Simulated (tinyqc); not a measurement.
Single-electron transistor, orthodox theory and master equation: two steps of the calculation.

A metal island with n extra electrons joins the left lead (voltage V) and the right lead (0 V) by tunnel junctions and couples to a gate. Cs = CL + CR + Cg. Adding electron n + 1 costs mu(n) = [q (n + 1/2) - CL V - Cg Vg]/Cs (in volts); the Fermi levels are -V (left) and 0 (right). A jump that gains the energy W has the rate G(W) = (W/q)/(R [1 - exp(-W/Vt)]), W in volts, Vt = kB T/q. Sequential tunnelling only; I > 0 flows from left to right.

Parameters, values chosen for the exercise:
- CL = 31 aF (capacitance of the left junction)
- CR = 24 aF (capacitance of the right junction)
- Cg = 6.3 aF (gate capacitance)
- RL = 120 kohm (resistance of the left junction)
- RR = 120 kohm (resistance of the right junction)
- T = 1.9 K (temperature)
- V = 0.61 mV (bias of the left lead)
- Vg = 1.7 mV (gate voltage)
- n0 = -1 (lowest charge state kept)
- n1 = 1 (highest charge state kept)

Constants: q = 1.602176634e-19 C, kB = 1.380649e-23 J/K, Vt = kB T/q. Results are converted to the units shown.

Problem 1. Charging energy and addition levels. q/Cs, the gate period q/Cg, and mu(n) for the transitions kept.

Give: q/Cs; q/Cg; kB T/(q^2/Cs); mu(n).

Solution 1.

q/Cs = 2.614 mV
q/Cg = 25.43 mV
kB T/(q^2/Cs) = 0.06264
mu(n), n to n + 1, n -1 to 0 (mV): [-1.790, 0.824]

Problem 2. Tunnelling rates. Onto the island: from the left W = -V - mu(n), from the right W = -mu(n); off the island (n + 1 to n): to the left W = mu(n) + V, to the right W = mu(n).

mu(n), n to n + 1, n -1 to 0 (mV): [-1.7900299, 0.8236351]

Give: on from left; on from right; off to left; off to right.

Solution 2.

| n to n + 1, n | on from left (1/ns) | on from right (1/ns) | off to left (1/ns) | off to right (1/ns) |
|---|---|---|---|---|
| -1 | 61.422 | 93.106 | 0.045528 | 0.0016630 |
| 0 | 0.011746 | 0.28183 | 74.579 | 43.121 |

Range of the model: Cotunnelling, which dominates deep in the blockade, is left out.

Numbers from tinyqc (`OMP_NUM_THREADS=1 python tinyqc.py 2780035 2780036 out.jsonl`; about 0.01 s on one thread of a shared Intel Xeon 2.30GHz).
